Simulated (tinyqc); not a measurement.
Valence-band offset from core levels (Kraut method), with the dipole against the affinity rule: one step of the calculation.

Binding energies are counted downwards from the Fermi level. dEv > 0 means that the valence edge of B lies below that of A, dEc > 0 that the conduction edge of B lies above that of A; dEc + dEv = EgB - EgA. The spectra are made-up values treated as data.

Question. Interface dipole. The affinity rule gives dEc(0) = chiA - chiB; the dipole step is D = dEc - dEc(0), and two sheets of opposite charge dd apart hold N = eps0 ei |D|/(q dd).

Parameters, values chosen for the exercise; gaps and affinities close to those of In0.53Ga0.47As (A) and hafnium oxide (B):
```
symbol,value,unit,meaning
chiA,4.59,eV,electron affinity of A
chiB,2.42,eV,electron affinity of B
ei,3.9,,relative permittivity inside the dipole layer
dd,0.22,nm,thickness of the dipole layer
```

Constants: q = 1.602176634e-19 C, eps0 = 8.8541878128e-14 F/cm where lengths are in cm. Results are converted to the units shown.

dEc = 2.8774005 eV

Wanted: dEc(0); D; N; field in the dipole layer.

Answer.

dEc(0) = 2.170 eV
D = 0.7074 eV
N = 6.930e13 cm^-2
field in the dipole layer = 32.15 MV/cm

N is 0.099 elementary charges for each of about 7e14 surface atoms per cm^2.

Computed by the program tinyqc: `OMP_NUM_THREADS=1 python tinyqc.py 2410125 2410126 out.jsonl`, one thread of a shared Intel Xeon 2.30GHz, about 0.01 s for the whole run.
